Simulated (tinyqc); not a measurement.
# Voltage drop against the pad pitch

A grid of 13 by 13 nodes with segments Rx (rows) and Ry (columns); every node draws I1 and the central node kh I1; pads with resistance Rp sit at the nodes whose row and column are multiples of the pitch, counting from 0. The drops u = Vdd - V follow from G u = i, with G the conductance matrix and i the load currents, solved directly.

Inputs (values chosen for the exercise):

| symbol | value | unit | meaning |
|---|---|---|---|
| Vdd | 0.8 | V | supply voltage |
| Rx | 0.19 | ohm | resistance of a horizontal segment |
| Ry | 1.4 | ohm | resistance of a vertical segment |
| Rp | 0.13 | ohm | resistance from a pad node to the supply |
| kh | 1 |  | factor on the load at the hot node |
| I1 | 0.18 | mA | load current of a node in the large grid |

Voltage drop against the pad pitch:
columns A: pitch (nodes); B: pads; C: worst drop (mV); D: mean drop (mV); E: largest drop at a pad (mV); F: largest pad current (mA); G: worst drop over Vdd (%)
```
A     B        C        D        E       F         G
1   169  0.02340  0.02340  0.02340  0.1800  0.002925
2    49   0.2332   0.1546  0.09251  0.7116   0.02916
3    25   0.5028   0.3733   0.2017   1.552   0.06285
4    16   0.9514   0.6766   0.3339   2.568    0.1189
6     9    1.991    1.517   0.6884   5.295    0.2489
12    4    7.371    5.605   0.9887   7.605    0.9214
```

What does the table show?

The worst drop goes from 0.0234 to 7.37 mV while the number of pads falls from 169 to 4; between the last two rows it goes as pitch^(1.89). The largest drop at a pad is 100 % of the worst drop in the first row and 13.4 % in the last; the rest falls along the wires.

tinyqc, about 0.07 s, one thread, Intel Xeon 2.30GHz (shared host): `OMP_NUM_THREADS=1 python tinyqc.py 2770216 2770217 out.jsonl`
